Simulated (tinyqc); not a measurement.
Six-transistor SRAM cell, nodal equations and margins: two steps of the calculation.

Two cross-coupled inverters (pull-down bn, pull-up bp) hold the nodes Q and QB; access transistors (ba, threshold VTn, gate on the word line at Vdd when selected) join them to the bit lines. Transistor (EKV form, voltages against the body): I = 2 n b Vt^2 [F(vp - Vs) - F(vp - Vd)] from drain to source, F(v) = ln^2(1 + exp(v/(2 Vt))), vp = (Vg - VT + sg |Vd - Vs|)/n. n-channel bodies are at 0; for the p-channel device all voltages are counted down from Vdd. b in uA/V^2 gives I in uA. For an access transistor the bit line is the drain and the node the source. In a read both bit lines are at Vdd. The cell is symmetric (no mismatch).

Inputs (values chosen for the exercise): temperature T = 300 K; supply voltage Vdd = 0.4 V; slope factor n = 1.25; drain-induced barrier lowering sg = 0.091; n-channel threshold VTn = 0.4 V; p-channel threshold (magnitude) VTp = 0.34 V; gain factor of the pull-down transistor bn = 410 uA/V^2; gain factor of the access transistor ba = 200 uA/V^2; gain factor of the pull-up transistor bp = 210 uA/V^2.

Constants: q = 1.602176634e-19 C, kB = 1.380649e-23 J/K, Vt = kB T/q. Results are converted to the units shown.

Question 1. Node voltages in a read by Newton steps. F1 = In(gate QB, drain Q) - Ip(gate QB, drain Q) - Ia(bit line, Q), F2 the same with Q and QB exchanged; J by central differences with +/- 1e-6 V; solve J d = -F, limit each component to +/- 0.15 V and add.

(Q, QB) at the start (V): Q 0.00000000, QB 0.40000000

Give: F1, F2; J; (Q, QB) after iteration 1.

Answer 1.

F1, F2 (uA): [-0.3435, 0.0000]

J (uS):
```
        Q     QB
F1  18.14   0.00
F2   0.00  12.27
```

(Q, QB) after iteration 1 (V): Q 0.0189, QB 0.4000

Question 2. The largest square in the read butterfly. f(x) is the node voltage of one half-cell in a read for input x (In - Ip - Ia = 0). Static noise margin: side of the largest square between the curve (x, f(x)) and its mirror image (f(y), y); with h(c) the root x of f(x) - x = c, it is the maximum over c > 0 of h(c) - h(-c) + c.

c, point 0 to 6 (V): [0.057, 0.096, 0.13, 0.16, 0.19, 0.21, 0.23]

Wanted: h(c); h(-c); side.

Answer 2.

```
point  h(c) (V)  h(-c) (V)  side (V)
0        0.2123     0.2253   0.04398
1        0.2087     0.2358   0.06889
2        0.2049     0.2500   0.08491
3        0.1998     0.2653   0.09457
4        0.1907     0.2820   0.09878
5        0.1805     0.2935   0.09700
6        0.1661     0.3052   0.09090
```

The maximum over c is 98.80 mV, the read margin; with the word line off (no Ia) the same construction gives 150.2 mV.

Program tinyqc, `OMP_NUM_THREADS=1 python tinyqc.py 2340153 2340154 out.jsonl`; Intel Xeon 2.30GHz, shared host, one thread, about 0.2 s.
